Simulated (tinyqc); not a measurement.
Stretching all distances: RHF, UHF, MP2, CISD and CCSD against full CI in the sto-3g basis, for H6, spin multiplicity 1. Computed by the program tinyqc with PySCF. All coordinates are multiplied by the scale. c0^2 is the weight of the RHF determinant in the lowest singlet FCI state (UHF is spin-contaminated and may lie near states of higher spin) and n(LUMO) the first natural occupation beyond the occupied space.

Geometry (angstrom):
```
atom       x       y       z
H     0.0000  0.0000  0.0000
H     0.0000  0.0000  0.7050
H     0.0000  0.0000  1.6580
H     0.0000  0.0000  2.3640
H     0.0000  0.0000  3.3170
H     0.0000  0.0000  4.0220
```

Full CI energy (hartree) and errors against it (kcal/mol):
```
scale   distance 1-2 (angstrom)     E(FCI)       RHF      UHF       MP2     CISD    CCSD  <S^2> UHF    c0^2  n(LUMO)
0.8700                   0.6133  -3.130127   29.3852  29.3852    8.0592   0.3589  0.0516     0.0000  0.9783   0.0264
1.0700                   0.7543  -3.310587   38.9011  38.9011   12.4660   0.8411  0.0805     0.0000  0.9631   0.0414
1.2700                   0.8953  -3.319443   51.4871  51.4871   18.6445   1.8657  0.1345     0.0000  0.9396   0.0625
1.6800                   1.1844  -3.171240   91.3611  86.8463   39.3732   8.0357  0.3452     0.5520  0.8489   0.1372
1.8800                   1.3254  -3.085068  119.2948  87.2406   54.3197  14.8167  0.4664     1.3519  0.7775   0.1951
2.0800                   1.4664  -3.008277  152.9502  75.0972   72.2585  25.2571  0.5478     1.9370  0.6900   0.2680
2.2900                   1.6144  -2.943074  193.4943  57.4220   93.1772  40.4885  0.5392     2.3497  0.5890   0.3570
2.4900                   1.7554  -2.896430  235.3875  41.3113  113.2988  58.5628  0.4151     2.5994  0.4948   0.4474
```

Estimate the missing row, scale = 1.48.

Computed row:
```
scale   distance 1-2 (angstrom)     E(FCI)      RHF      UHF      MP2    CISD    CCSD  <S^2> UHF    c0^2  n(LUMO)
1.4800                   1.0434  -3.255762  69.1984  69.1984  27.7002  4.0657  0.2276     0.0000  0.9018   0.0942
```

UHF parts from RHF first at scale 1.68 of those listed, where <S^2> leaves zero. The weight c0^2 goes from 0.98 to 0.49 and n(LUMO) from 0.03 to 0.45: static correlation grows as the bonds break into open-shell fragments. The spread of the error along the curve, which distorts its shape, is CCSD 0.5, UHF 57.9, CISD 58.2, MP2 105.2, RHF 206.0 kcal/mol.
